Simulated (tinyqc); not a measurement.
Inside a calculation: tight-binding t2g bands of a cubic perovskite. Values are carried at full precision from step to step, so a last printed digit may differ when a step is redone from the rounded ones.

Orbitals yz, zx, xy (X, Y, Z below) times spin. E_xy = Dt + 2t (2 - cos x - cos y) + 2 td (1 - cos z) + 4 t2 (1 - cos x cos y) with x = kx a and so on; yz and zx follow by cyclic change, without Dt. Spin-orbit term -(Dso/3) L.sigma + Dso/3 with (L_k)_ij = -i epsilon_kij in X, Y, Z: for Dt = 0 the quartet lies at 0 and the doublet at Dso.

Constants: hbar^2/2m0 = 3.80998211 eV angstrom^2.

Values chosen for the exercise (of the size met in SrTiO3 and KTaO3; the results hold for these values, not for the real material):
- t = 0.367 eV (strong hopping)
- td = 0.035 eV (weak hopping)
- t2 = 0 eV (diagonal hopping in the plane of the orbital)
- Dt = -0.12 eV (shift of xy (tetragonal field or confinement))
- k = (0, 0.04, 0) 2 pi/a (wave vector)
- Dso = 0.033 eV (spin-orbit splitting at Gamma)
- a = 3.888 angstrom (lattice constant)

## Orbital energies

Evaluate the three bands without spin-orbit coupling.

energies (eV): yz 0.0231, zx 0.0022, xy -0.0969

## The Hamiltonian

Add the spin-orbit term; + and - are the spin along z.

H(k) (eV), rows yz+, zx+, xy+, yz-, zx-, xy- and columns alike:
```
[[0.0341, 0.0110i, 0, 0, 0, -0.0110],
 [-0.0110i, 0.0132, 0, 0, 0, 0.0110i],
 [0, 0, -0.0859, 0.0110, -0.0110i, 0],
 [0, 0, 0.0110, 0.0341, -0.0110i, 0],
 [0, 0, 0.0110i, 0.0110i, 0.0132, 0],
 [-0.0110, -0.0110i, 0, 0, 0, -0.0859]]
```

## Levels and orbital weights

Diagonalise; the levels are twofold; weights summed over spin and averaged over the pair.

levels (eV): [-0.0879, 0.0088, 0.0405]

weights, rows yz, zx, xy; columns pair 1, pair 2, pair 3:
```
[[0.006, 0.176, 0.818],
 [0.010, 0.821, 0.169],
 [0.984, 0.003, 0.013]]
```

The lowest pair is 98 % xy.

## Light and heavy masses without spin-orbit coupling

Along an axis in the plane of the orbital m/m0 = c/((t + 2 t2) a^2), and normal to it c/(td a^2); c = hbar^2/2m0.

masses (m0): light 0.687, heavy 7.201

ratio heavy/light = 10.49

## Levels at Gamma

At k = 0 the j_z = 3/2 pair stays at 0, and the other two pairs are E = (Dso + Dt)/2 -/+ sqrt((Dso + Dt)^2/4 - 2 Dso Dt/3).

levels at Gamma (eV): [-0.1108, 0.0000, 0.0238]

## Checks

- Levels at Gamma from the formula against the matrix: they agree to 1e-10 or better.

Run: tinyqc, `OMP_NUM_THREADS=1 python tinyqc.py 1482358 1482359 out.jsonl`; Intel(R) Xeon(R) Processor @ 2.30GHz, one thread, shared host; about 0.01 s of CPU time with all checks.
